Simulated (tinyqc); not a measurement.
RHF in the 6-31g basis, for H4, spin multiplicity 1, step by step. One step of it, computed by the program tinyqc.

Task: Iteration 1: diagonalisation and new density. Diagonalise F' = X^T F X, C = X C', fill 2 alpha and 2 beta electrons from the bottom; D = 2 C_occ C_occ^T; the new density keeps 0.3 of the old one (damping). Each column has its largest component positive (the first on a tie).

Fock matrix F (hartree), order 1H 1s, 1H 2s, 2H 1s, 2H 2s, 3H 1s, 3H 2s, 4H 1s, 4H 2s:
```
[[0.113090, -0.381114, -0.453132, -0.399899, -0.004446, -0.098333, 0.017783, -0.002903],
 [-0.381114, -0.229808, -0.409309, -0.287516, -0.057375, -0.120121, -0.002903, -0.033336],
 [-0.453132, -0.409309, 0.135666, -0.416175, -0.115279, -0.186038, -0.004446, -0.057375],
 [-0.399899, -0.287516, -0.416175, -0.268157, -0.186038, -0.170400, -0.098333, -0.120121],
 [-0.004446, -0.057375, -0.115279, -0.186038, 0.135666, -0.416175, -0.453132, -0.409309],
 [-0.098333, -0.120121, -0.186038, -0.170400, -0.416175, -0.268157, -0.399899, -0.287516],
 [0.017783, -0.002903, -0.004446, -0.098333, -0.453132, -0.399899, 0.113090, -0.381114],
 [-0.002903, -0.033336, -0.057375, -0.120121, -0.409309, -0.287516, -0.381114, -0.229808]]
```

X, order 1H 1s, 1H 2s, 2H 1s, 2H 2s, 3H 1s, 3H 2s, 4H 1s, 4H 2s:
```
[[1.265347, -0.487725, -0.090184, 0.010779, -0.014601, 0.074373, -0.004339, -0.030270],
 [-0.487725, 1.943499, 0.107612, -1.159693, -0.023339, 0.437994, -0.030270, -0.170957],
 [-0.090184, 0.107612, 1.287633, -0.622266, 0.016443, 0.105027, -0.014601, -0.023339],
 [0.010779, -1.159693, -0.622266, 2.603943, 0.105027, -1.170905, 0.074373, 0.437994],
 [-0.014601, -0.023339, 0.016443, 0.105027, 1.287633, -0.622266, -0.090184, 0.107612],
 [0.074373, 0.437994, 0.105027, -1.170905, -0.622266, 2.603943, 0.010779, -1.159693],
 [-0.004339, -0.030270, -0.014601, 0.074373, -0.090184, 0.010779, 1.265347, -0.487725],
 [-0.030270, -0.170957, -0.023339, 0.437994, 0.107612, -1.159693, -0.487725, 1.943499]]
```

D at the start, order 1H 1s, 1H 2s, 2H 1s, 2H 2s, 3H 1s, 3H 2s, 4H 1s, 4H 2s:
```
[[0.209200, 0.000780, 0.308058, 0.297732, -0.048813, -0.114921, -0.073907, -0.003281],
 [0.000780, 0.000052, 0.000163, 0.001270, -0.004955, -0.004649, -0.003281, -0.000006],
 [0.308058, 0.000163, 0.473307, 0.435234, 0.023451, -0.084938, -0.048813, -0.004955],
 [0.297732, 0.001270, 0.435234, 0.424247, -0.084938, -0.177232, -0.114921, -0.004649],
 [-0.048813, -0.004955, 0.023451, -0.084938, 0.473307, 0.435234, 0.308058, 0.000163],
 [-0.114921, -0.004649, -0.084938, -0.177232, 0.435234, 0.424247, 0.297732, 0.001270],
 [-0.073907, -0.003281, -0.048813, -0.114921, 0.308058, 0.297732, 0.209200, 0.000780],
 [-0.003281, -0.000006, -0.004955, -0.004649, 0.000163, 0.001270, 0.000780, 0.000052]]
```

overlap S, order 1H 1s, 1H 2s, 2H 1s, 2H 2s, 3H 1s, 3H 2s, 4H 1s, 4H 2s:
```
[[1.000000, 0.658292, 0.319244, 0.448193, 0.001023, 0.046408, 0.000003, 0.004272],
 [0.658292, 1.000000, 0.448193, 0.789898, 0.046408, 0.195435, 0.004272, 0.044627],
 [0.319244, 0.448193, 1.000000, 0.658292, 0.059502, 0.237012, 0.001023, 0.046408],
 [0.448193, 0.789898, 0.658292, 1.000000, 0.237012, 0.534001, 0.046408, 0.195435],
 [0.001023, 0.046408, 0.059502, 0.237012, 1.000000, 0.658292, 0.319244, 0.448193],
 [0.046408, 0.195435, 0.237012, 0.534001, 0.658292, 1.000000, 0.448193, 0.789898],
 [0.000003, 0.004272, 0.001023, 0.046408, 0.319244, 0.448193, 1.000000, 0.658292],
 [0.004272, 0.044627, 0.046408, 0.195435, 0.448193, 0.789898, 0.658292, 1.000000]]
```

Give: F' = X^T F X; orbital energies; coefficients C; D after iteration 1.

Result:

F' = X^T F X (hartree):
```
[[0.6488, -0.5205, -0.3816, -0.1561, 0.0103, 0.0686, -0.0026, -0.0127],
 [-0.5205, 0.3014, -0.0678, -0.2055, 0.0137, -0.0270, -0.0127, 0.0281],
 [-0.3816, -0.0678, 0.7459, -0.6744, -0.0058, -0.0385, 0.0103, 0.0137],
 [-0.1561, -0.2055, -0.6744, 0.5260, -0.0385, -0.2039, 0.0686, -0.0270],
 [0.0103, 0.0137, -0.0058, -0.0385, 0.7459, -0.6744, -0.3816, -0.0678],
 [0.0686, -0.0270, -0.0385, -0.2039, -0.6744, 0.5260, -0.1561, -0.2055],
 [-0.0026, -0.0127, 0.0103, 0.0686, -0.3816, -0.1561, 0.6488, -0.5205],
 [-0.0127, 0.0281, 0.0137, -0.0270, -0.0678, -0.2055, -0.5205, 0.3014]]
```

orbital energies (hartree): [-0.5035, -0.4158, 0.2109, 0.3640, 0.8877, 1.0292, 1.4290, 1.4428]

coefficients C, order 1H 1s, 1H 2s, 2H 1s, 2H 2s, 3H 1s, 3H 2s, 4H 1s, 4H 2s:
```
[[0.2040, 0.2489, 0.1173, 0.0561, 0.7240, 0.8572, 0.3401, 0.5990],
 [0.1568, 0.2040, 0.9256, -1.4907, -0.6593, -0.3725, -1.1056, -0.8082],
 [0.2295, 0.2069, -0.1206, 0.1603, 0.4235, 0.2011, -0.9874, -0.8640],
 [0.2148, 0.2977, -0.7150, 1.8157, -0.2360, -0.7902, 2.1582, 0.9009],
 [0.2295, -0.2069, -0.1206, -0.1603, 0.4235, -0.2011, 0.9874, -0.8640],
 [0.2148, -0.2977, -0.7150, -1.8157, -0.2360, 0.7902, -2.1582, 0.9009],
 [0.2040, -0.2489, 0.1173, -0.0561, 0.7240, -0.8572, -0.3401, 0.5990],
 [0.1568, -0.2040, 0.9256, 1.4907, -0.6593, 0.3725, 1.1056, -0.8082]]
```

D after iteration 1, order 1H 1s, 1H 2s, 2H 1s, 2H 2s, 3H 1s, 3H 2s, 4H 1s, 4H 2s:
```
[[0.2078, 0.1161, 0.2301, 0.2544, -0.0212, -0.0768, -0.0506, -0.0273],
 [0.1161, 0.0927, 0.1095, 0.1326, -0.0102, -0.0393, -0.0273, -0.0238],
 [0.2301, 0.1095, 0.2757, 0.2858, 0.0209, -0.0427, -0.0212, -0.0102],
 [0.2544, 0.1326, 0.2858, 0.3160, -0.0427, -0.1126, -0.0768, -0.0393],
 [-0.0212, -0.0102, 0.0209, -0.0427, 0.2757, 0.2858, 0.2301, 0.1095],
 [-0.0768, -0.0393, -0.0427, -0.1126, 0.2858, 0.3160, 0.2544, 0.1326],
 [-0.0506, -0.0273, -0.0212, -0.0768, 0.2301, 0.2544, 0.2078, 0.1161],
 [-0.0273, -0.0238, -0.0102, -0.0393, 0.1095, 0.1326, 0.1161, 0.0927]]
```
